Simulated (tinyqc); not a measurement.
From results back to parameters: Brillouin zone and empty-lattice bands of the diamond structure. Three cases, with inputs chosen for the exercise.

Problem. At the centre of a zone face two plane waves are mixed by V > 0: levels E0 -/+ V, masses normal to the face 1/(1 -/+ 2 E0/V), E0 = c0 k^2, c0 = hbar^2/2m0. The gap and the mass of the upper band are given.

Constants: hbar^2/2m0 = 3.80998211 eV angstrom^2.

Find: V; E0; k; spacing of the lattice planes, pi/k.

Method. V is half the gap; 2 E0/V = 1/m - 1; k = |G|/2 = pi/d.

Case 1.

gap = 1.400071 eV
mass of the upper band = 0.0891651 m0

Solution.

V = 0.7000 eV
E0 = 3.575 eV
k = 0.9687 1/angstrom
spacing of the lattice planes, pi/k = 3.243 angstrom

Case 2.

gap = 1.612203 eV
mass of the upper band = 0.1039433 m0

Solution.

V = 0.8061 eV
E0 = 3.475 eV
k = 0.9550 1/angstrom
spacing of the lattice planes, pi/k = 3.290 angstrom

Case 3.

gap = 1.088944 eV
mass of the upper band = 0.0704952 m0

Solution.

V = 0.5445 eV
E0 = 3.590 eV
k = 0.9706 1/angstrom
spacing of the lattice planes, pi/k = 3.237 angstrom

Computed by tinyqc, one run a case: `OMP_NUM_THREADS=1 python tinyqc.py N N+1 out.jsonl` with N = 1851181, 1880279, 1880422; one thread of a shared Intel(R) Xeon(R) Processor @ 2.30GHz, about 0.02 s a run at most.
